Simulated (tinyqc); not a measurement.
Inductance and parasitic capacitance from two readings.

Problem. A loss-free coil L in parallel with C shows the apparent inductance L/(1 - w^2 L C), w = 2 pi f. Find L, C and the self-resonance 1/(2 pi sqrt(L C)).

apparent inductance at 10 and 18 GHz (nH): 1.1289582  2.1677845

Answer. The inverse of the reading is 1/L - w^2 C, a straight line in w^2.

L = 0.930 nH
C = 48.0 fF
self-resonance = 23.8 GHz

Program tinyqc, `OMP_NUM_THREADS=1 python tinyqc.py 2302126 2302127 out.jsonl`; Intel Xeon 2.30GHz, shared host, one thread, about 0.01 s.
